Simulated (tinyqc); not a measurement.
Non-radiative capture by multiphonon emission, one effective mode: one step, computed by the program tinyqc.

The initial state (free carrier plus empty centre) lies dE above the final state; both have the same frequency and are displaced by dQ.

Question. Scaled coefficient, cross-section and lifetime. Sommerfeld factor of an attractive centre: s(k) = 2 pi nu/(1 - exp(-2 pi nu)), nu = sqrt(Ry*/E), Ry* = Ry m/eps^2, averaged over (2/sqrt(pi)) sqrt(x) exp(-x) dx with x = E/k_B T = t^2 (trapezoid, t to 6 in steps of 0.01). C = s C_0; v = sqrt(3 k_B T/m); sigma = C/v; tau = 1/(C N_t).

Inputs (values chosen for the exercise, with mass, screening and phonons like those of AlN):
```
quantity                 value   unit
carrier mass m           0.318    m_0
dielectric constant eps   8.28      -
temperature T              300      K
defect density N_t       1e+16  cm^-3
```

Centre: attractive.

C_0 = 7.151453e-11 cm^3/s

Constants: Ry = 13.605693123 eV; k_B = 8.617333262e-05 eV/K; k_B = 1.380649e-23 J/K; m_0 = 9.1093837015e-31 kg.

Give: Sommerfeld factor s; capture coefficient C; thermal velocity v; cross-section sigma; capture time.

Answer.

Sommerfeld factor s = 11.084

capture coefficient C = 7.9267e-10 cm^3/s

thermal velocity v = 2.0711e+07 cm/s

cross-section sigma = 3.8273e-17 cm^2

capture time = 1.2616e-07 s
